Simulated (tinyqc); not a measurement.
Transit time and capacitance from two cut-off frequencies.

Question. 1/(2 pi fT) = tauF + Vt C/JC, C the sum of the junction capacitances per area. Find C, tauF and the limit of fT at high current.

Inputs (values chosen for the exercise): temperature T = 300 K.

Constants: q = 1.602176634e-19 C, kB = 1.380649e-23 J/K, Vt = kB T/q. Results are converted to the units shown.

JC (mA/um^2): [0.011, 0.97]
fT (GHz): [18.984213, 109.05344]

Solution. The delay is a straight line in 1/JC with slope Vt C and intercept tauF.

C = 2.980 fF/um^2
tauF = 1.380 ps
limit of fT = 115.3 GHz

Program tinyqc, `OMP_NUM_THREADS=1 python tinyqc.py 2320016 2320017 out.jsonl`; Intel Xeon 2.30GHz, shared host, one thread, about 0.01 s.
